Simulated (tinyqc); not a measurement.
Inside a calculation. Method: Pariser-Parr-Pople SCF with singles CI, for the molecule c1nnc2nc[nH]c2n1 (SMILES; centres numbered as the heavy atoms are written). Computed by tinyqc, a small Python program that keeps every step. Settings: charge = 0, gamma = Ohno, start = huckel, damping = 0, iteration cap = 59, excitations kept = 9. Command: `OMP_NUM_THREADS=1 python tinyqc.py 23836 23837 out.jsonl` (the two numbers bound the seeds that draw the settings). One thread of a shared host (Intel(R) Xeon(R) Processor @ 2.60GHz), about 0.01 s of CPU time with the checks. Later iterations appear only in the table of the cycle.

## PPP integrals

Centres (angstrom, eV; a flat drawing with bonds scaled to 1.40 angstrom):
```
centre         x         y  core charge z         W  gamma_rr
1C       2.15200  -0.70000              1  11.16000  11.13000
2N       2.15200   0.70000              1  14.10000  12.30000
3N       0.93900   1.40000              1  14.10000  12.30000
4C      -0.27300   0.70000              1  11.16000  11.13000
5N      -1.60500   1.13300              1  14.10000  12.30000
6C      -2.42700   0.00000              1  11.16000  11.13000
7N      -1.60500  -1.13300              2  25.60000  16.80000
8C      -0.27300  -0.70000              1  11.16000  11.13000
9N       0.93900  -1.40000              1  14.10000  12.30000
```

Resonance integrals (eV):
```
i  j      beta
1  2  -2.51000
2  3  -2.51000
3  4  -2.51000
4  5  -2.51000
5  6  -2.51000
6  7  -2.24000
7  8  -2.24000
8  9  -2.51000
9  1  -2.51000
8  4  -2.39000
```

Ohno: gamma = 14.399645/sqrt(R^2 + a^2), a = 2 x 14.399645/(gamma_rr + gamma_ss); H_rr = -W_r - sum_(s != r) z_s gamma_rs; H_rs = beta for bonds.

repulsion gamma_rs (eV), order 1C, 2N, 3N, 4C, 5N, 6C, 7N, 8C, 9N:
```
[[11.13000, 7.72920, 5.29620, 4.66831, 3.30474, 2.99401, 3.67346, 5.23902, 7.72767],
 [7.72920, 12.30000, 7.88869, 5.29647, 3.63726, 3.00462, 3.35199, 4.70882, 5.34719],
 [5.29620, 7.88869, 12.30000, 7.73037, 5.11870, 3.74291, 3.86681, 5.29707, 4.74470],
 [4.66831, 5.29647, 7.73037, 11.13000, 7.72729, 5.52057, 5.78428, 7.55386, 5.29707],
 [3.30474, 3.63726, 5.11870, 7.72729, 12.30000, 7.72990, 5.82347, 5.58606, 3.81341],
 [2.99401, 3.00462, 3.74291, 5.52057, 7.72990, 11.13000, 8.28251, 5.52057, 3.74291],
 [3.67346, 3.35199, 3.86681, 5.78428, 5.82347, 8.28251, 16.80000, 8.27931, 5.25008],
 [5.23902, 4.70882, 5.29707, 7.55386, 5.58606, 5.52057, 8.27931, 11.13000, 7.73037],
 [7.72767, 5.34719, 4.74470, 5.29707, 3.81341, 3.74291, 5.25008, 7.73037, 12.30000]]
```

core matrix H (eV), order 1C, 2N, 3N, 4C, 5N, 6C, 7N, 8C, 9N:
```
[[-55.46607, -2.51000, 0.00000, 0.00000, 0.00000, 0.00000, 0.00000, 0.00000, -2.51000],
 [-2.51000, -58.41621, -2.51000, 0.00000, 0.00000, 0.00000, 0.00000, 0.00000, 0.00000],
 [0.00000, -2.51000, -61.65228, -2.51000, 0.00000, 0.00000, 0.00000, 0.00000, 0.00000],
 [0.00000, 0.00000, -2.51000, -66.52251, -2.51000, 0.00000, 0.00000, -2.39000, 0.00000],
 [0.00000, 0.00000, 0.00000, -2.51000, -62.66432, -2.51000, 0.00000, 0.00000, 0.00000],
 [0.00000, 0.00000, 0.00000, 0.00000, -2.51000, -59.98051, -2.24000, 0.00000, 0.00000],
 [0.00000, 0.00000, 0.00000, 0.00000, 0.00000, -2.24000, -69.91192, -2.24000, 0.00000],
 [0.00000, 0.00000, 0.00000, -2.39000, 0.00000, 0.00000, -2.24000, -69.35440, -2.51000],
 [-2.51000, 0.00000, 0.00000, 0.00000, 0.00000, 0.00000, 0.00000, -2.51000, -63.00349]]
```

## Starting guess

pi electrons, sum of z_r less the charge = 10

Orbitals of the Hueckel matrix of the beta values.

P at the start, order 1C, 2N, 3N, 4C, 5N, 6C, 7N, 8C, 9N:
```
[[1.05852, 0.60099, -0.05137, -0.23035, 0.12298, 0.12118, -0.17872, -0.07499, 0.71576],
 [0.60099, 1.05784, 0.71782, -0.07408, -0.16575, 0.11044, 0.13582, -0.23242, -0.05068],
 [-0.05137, 0.71782, 1.03512, 0.56112, -0.08663, -0.16572, 0.06986, 0.07498, -0.34718],
 [-0.23035, -0.07408, 0.56112, 1.09397, 0.56115, -0.13472, -0.21680, 0.48187, 0.07429],
 [0.12298, -0.16575, -0.08663, 0.56115, 1.23216, 0.67529, -0.28916, -0.19564, 0.05658],
 [0.12118, 0.11044, -0.16572, -0.13472, 0.67529, 1.10883, 0.64486, -0.14903, -0.14695],
 [-0.17872, 0.13582, 0.06986, -0.21680, -0.28916, 0.64486, 1.28382, 0.55567, -0.09460],
 [-0.07499, -0.23242, 0.07498, 0.48187, -0.19564, -0.14903, 0.55567, 1.09552, 0.56934],
 [0.71576, -0.05068, -0.34718, 0.07429, 0.05658, -0.14695, -0.09460, 0.56934, 1.03421]]
```

## Iteration 1: Fock matrix

F_rr = H_rr + P_rr gamma_rr / 2 + sum_(s != r) P_ss gamma_rs; F_rs = H_rs - P_rs gamma_rs / 2; E = tr P (H + F) / 2 + core repulsion sum_(r<s) z_r z_s gamma_rs.

F (eV), order 1C, 2N, 3N, 4C, 5N, 6C, 7N, 8C, 9N:
```
[[-4.97054, -4.83260, 0.13603, 0.53768, -0.20322, -0.18141, 0.32825, 0.19644, -5.27557],
 [-4.83260, -6.96365, -5.34134, 0.19619, 0.30144, -0.16592, -0.22764, 0.54720, 0.13550],
 [0.13603, -5.34134, -6.74666, -4.67883, 0.22170, 0.31013, -0.13507, -0.19859, 0.82364],
 [0.53768, 0.19619, -4.67883, -5.06602, -4.67809, 0.37187, 0.62702, -4.21000, -0.19677],
 [-0.20322, 0.30144, 0.22170, -4.67809, -7.87785, -5.11997, 0.84196, 0.54643, -0.10788],
 [-0.18141, -0.16592, 0.31013, 0.37187, -5.11997, -7.47192, -4.91052, 0.41135, 0.27501],
 [0.32825, -0.22764, -0.13507, 0.62702, 0.84196, -4.91052, -10.50385, -4.54030, 0.24833],
 [0.19644, 0.54720, -0.19859, -4.21000, 0.54643, 0.41135, -4.54030, -7.35591, -4.71062],
 [-5.27557, 0.13550, 0.82364, -0.19677, -0.10788, 0.27501, 0.24833, -4.71062, -8.04258]]
```

pi energy = -156.11083 eV

## Iteration 1: orbitals and new P

Diagonalise F (the basis is taken as orthonormal) and form P = 2 sum c c over the lowest orbitals.

orbital energies (eV): [-17.18628, -14.78702, -13.71394, -11.49536, -10.84176, -1.54405, -0.11835, 1.20750, 3.48029]

P after iteration 1, order 1C, 2N, 3N, 4C, 5N, 6C, 7N, 8C, 9N:
```
[[0.87267, 0.59860, -0.02604, -0.25560, 0.05678, 0.14776, -0.12620, -0.09431, 0.71385],
 [0.59860, 1.09682, 0.71861, -0.06829, -0.14458, 0.09853, 0.10283, -0.26467, 0.00167],
 [-0.02604, 0.71861, 1.03507, 0.56197, -0.03008, -0.17787, 0.05020, 0.12178, -0.34057],
 [-0.25560, -0.06829, 0.56197, 0.95598, 0.53494, -0.11677, -0.19528, 0.52275, 0.03257],
 [0.05678, -0.14458, -0.03008, 0.53494, 1.25934, 0.70925, -0.30387, -0.13933, 0.08224],
 [0.14776, 0.09853, -0.17787, -0.11677, 0.70925, 1.05540, 0.60102, -0.21649, -0.09480],
 [-0.12620, 0.10283, 0.05020, -0.19528, -0.30387, 0.60102, 1.45563, 0.50481, -0.12982],
 [-0.09431, -0.26467, 0.12178, 0.52275, -0.13933, -0.21649, 0.50481, 1.08079, 0.55255],
 [0.71385, 0.00167, -0.34057, 0.03257, 0.08224, -0.09480, -0.12982, 0.55255, 1.18830]]
```

## Iteration 2: Fock matrix

As before.

F (eV), order 1C, 2N, 3N, 4C, 5N, 6C, 7N, 8C, 9N:
```
[[-4.67343, -4.82335, 0.06896, 0.59660, -0.09382, -0.22119, 0.23179, 0.24705, -5.26820],
 [-4.82335, -7.62288, -5.34445, 0.18084, 0.26294, -0.14802, -0.17235, 0.62315, -0.00445],
 [0.06896, -5.34445, -7.23396, -4.68212, 0.07698, 0.33288, -0.09705, -0.32254, 0.80795],
 [0.59660, 0.18084, -4.68212, -4.88171, -4.57681, 0.32232, 0.56477, -4.36440, -0.08627],
 [-0.09382, 0.26294, 0.07698, -4.57681, -8.15687, -5.25122, 0.88478, 0.38916, -0.15682],
 [-0.22119, -0.14802, 0.33288, 0.32232, -5.25122, -6.84206, -4.72897, 0.59757, 0.17741],
 [0.23179, -0.17235, -0.09705, 0.56477, 0.88478, -4.72897, -10.00834, -4.32976, 0.34078],
 [0.24705, 0.62315, -0.32254, -4.36440, 0.38916, 0.59757, -4.32976, -6.80018, -4.64569],
 [-5.26820, -0.00445, 0.80795, -0.08627, -0.15682, 0.17741, 0.34078, -4.64569, -8.36211]]
```

pi energy = -156.96009 eV

## Iteration 2: orbitals and new P

As before.

orbital energies (eV): [-16.85069, -14.82853, -13.73228, -11.43684, -10.87852, -1.61830, 0.16256, 1.23972, 3.36133]

P after iteration 2, order 1C, 2N, 3N, 4C, 5N, 6C, 7N, 8C, 9N:
```
[[0.81072, 0.59631, -0.03200, -0.26059, 0.04623, 0.14298, -0.10849, -0.09135, 0.70496],
 [0.59631, 1.13362, 0.71028, -0.08675, -0.13151, 0.10709, 0.09393, -0.27712, 0.01271],
 [-0.03200, 0.71028, 1.04490, 0.56953, -0.01944, -0.18375, 0.03598, 0.14554, -0.33390],
 [-0.26059, -0.08675, 0.56953, 0.92199, 0.51206, -0.11807, -0.18071, 0.53319, 0.03207],
 [0.04623, -0.13151, -0.01944, 0.51206, 1.29634, 0.71615, -0.30282, -0.13675, 0.08304],
 [0.14298, 0.10709, -0.18375, -0.11807, 0.71615, 1.01557, 0.59563, -0.21075, -0.08996],
 [-0.10849, 0.09393, 0.03598, -0.18071, -0.30282, 0.59563, 1.48699, 0.49333, -0.13582],
 [-0.09135, -0.27712, 0.14554, 0.53319, -0.13675, -0.21075, 0.49333, 1.05172, 0.54792],
 [0.70496, 0.01271, -0.33390, 0.03207, 0.08304, -0.08996, -0.13582, 0.54792, 1.23813]]
```

## Convergence

Stop when output and input P, before any damping, agree to 1e-7.

Course of the cycle:
```
iteration        E (eV)  largest |P(out) - P(in)|
1          -156.1108327                  1.86e-01
2          -156.9600932                  6.20e-02
3          -157.0657310                  2.62e-02
4          -157.0884802                  1.21e-02
5          -157.0945493                  6.03e-03
6          -157.0964683                  3.66e-03
7          -157.0971524                  2.29e-03
8          -157.0974159                  1.45e-03
9          -157.0975222                  9.22e-04
10         -157.0975662                  5.89e-04
11         -157.0975848                  3.78e-04
...                 ...                       ...
21         -157.0975985                  5.11e-06
22         -157.0975985                  3.36e-06
23         -157.0975985                  2.21e-06
24         -157.0975985                  1.45e-06
25         -157.0975985                  9.56e-07
26         -157.0975985                  6.29e-07
27         -157.0975985                  4.14e-07
28         -157.0975985                  2.72e-07
29         -157.0975985                  1.79e-07
30         -157.0975985                  1.18e-07
31         -157.0975985                  7.73e-08
```

Converged in 31 iterations.

## Converged orbitals

Charges are z - P_rr.

orbital energies (eV): [-16.83645, -14.80962, -13.71857, -11.46758, -10.91004, -1.60474, 0.19826, 1.19986, 3.36234]

coefficients, order 1C, 2N, 3N, 4C, 5N, 6C, 7N, 8C, 9N:
```
[[0.20640, 0.35665, 0.17645, 0.04190, 0.42045, -0.20864, -0.46699, 0.47809, -0.36105],
 [0.23875, 0.51392, -0.22143, 0.41116, 0.21884, -0.36680, 0.38542, -0.18197, 0.31097],
 [0.28446, 0.36632, -0.40566, 0.17246, -0.33071, 0.56188, -0.11556, -0.11888, -0.37152],
 [0.35334, 0.04596, -0.27459, -0.33292, -0.37917, -0.13244, -0.26063, 0.38487, 0.55628],
 [0.32204, -0.25730, -0.44413, -0.42749, 0.33556, -0.26206, -0.11506, -0.44655, -0.23699],
 [0.31923, -0.40530, -0.18135, 0.14113, 0.41038, 0.38864, 0.38759, 0.45516, 0.06459],
 [0.42221, -0.41654, 0.23832, 0.57945, -0.12181, -0.08102, -0.40135, -0.24673, 0.11100],
 [0.44183, -0.03762, 0.33968, -0.15862, -0.40952, -0.29481, 0.47700, 0.11401, -0.40950],
 [0.33991, 0.25883, 0.52684, -0.35359, 0.24217, 0.41891, 0.00399, -0.30921, 0.29176]]
```

pi charges: [0.24106, -0.17417, -0.03756, 0.08608, -0.32503, 0.02521, 0.48169, -0.00975, -0.28753]

## Singles CI, singlets

Over the 9 single excitations with the smallest orbital gaps: A = (e_a - e_i) delta + 2 (ia|jb) - (ij|ab), with (pq|rs) = sum c_mp c_mq gamma_mn c_nr c_ns. f = 2/3 w |mu|^2 in atomic units, mu = sqrt2 sum c_ia sum_m c_mi c_ma R_m.

singlet CI matrix (eV), order 5>6, 4>6, 5>7, 4>7, 5>8, 3>6, 4>8, 2>6, 3>7:
```
[[5.04868, -0.01682, 0.04605, -0.94806, 0.10662, 0.10300, 0.30250, -0.10350, 0.44589],
 [-0.01682, 5.22292, 0.78881, 0.03517, -0.36997, -0.22683, 0.06415, 0.02503, 0.09390],
 [0.04605, 0.78881, 6.23933, -0.00225, -0.06904, -0.18533, 0.09904, 0.19384, -0.02352],
 [-0.94806, 0.03517, -0.00225, 7.05965, -0.04805, -0.26852, -0.05940, 0.12302, 0.08751],
 [0.10662, -0.36997, -0.06904, -0.04805, 7.23885, 0.42587, -0.06758, -0.00741, -0.09753],
 [0.10300, -0.22683, -0.18533, -0.26852, 0.42587, 7.05953, -0.09814, 0.11551, 0.11365],
 [0.30250, 0.06415, 0.09904, -0.05940, -0.06758, -0.09814, 7.61875, 0.19626, -0.62627],
 [-0.10350, 0.02503, 0.19384, 0.12302, -0.00741, 0.11551, 0.19626, 8.26861, 0.30384],
 [0.44589, 0.09390, -0.02352, 0.08751, -0.09753, 0.11365, -0.62627, 0.30384, 8.68246]]
```

singlet excitation energies (eV): [4.57488, 4.75633, 6.47954, 6.70405, 7.07887, 7.57515, 7.86220, 8.34724, 9.06052]

oscillator strengths: [0.30076, 0.07662, 0.44310, 0.27501, 0.16074, 0.97119, 0.90105, 0.12194, 0.03619]

## Singles CI, triplets

Over the 9 single excitations with the smallest orbital gaps: A = (e_a - e_i) delta - (ij|ab), with (pq|rs) = sum c_mp c_mq gamma_mn c_nr c_ns.

triplet CI matrix (eV), order 5>6, 4>6, 5>7, 4>7, 5>8, 3>6, 4>8, 2>6, 3>7:
```
[[3.18836, -0.08303, 0.06256, 0.16717, 0.08333, -0.36239, 0.11010, -0.00249, 0.29861],
 [-0.08303, 3.91263, 0.16717, -0.03715, 0.11010, 0.34611, -0.21889, -0.35399, -0.44947],
 [0.06256, 0.16717, 4.93921, -0.10526, -0.01124, 0.29861, 0.26664, 0.31452, 0.13073],
 [0.16717, -0.03715, -0.10526, 5.15212, 0.26664, -0.44947, -0.61371, 0.46114, -0.08125],
 [0.08333, 0.11010, -0.01124, 0.26664, 5.93728, 0.67964, 0.07319, 0.66733, 0.74647],
 [-0.36239, 0.34611, 0.29861, -0.44947, 0.67964, 5.81353, -0.74957, 0.31897, 0.19916],
 [0.11010, -0.21889, 0.26664, -0.61371, 0.07319, -0.74957, 6.45160, 0.17836, -0.79091],
 [-0.00249, -0.35399, 0.31452, 0.46114, 0.66733, 0.31897, 0.17836, 7.09966, -0.35097],
 [0.29861, -0.44947, 0.13073, -0.08125, 0.74647, 0.19916, -0.79091, -0.35097, 7.83209]]
```

triplet excitation energies (eV): [3.09956, 3.66782, 4.14579, 4.83817, 5.46237, 6.19592, 6.68582, 7.68149, 8.54955]
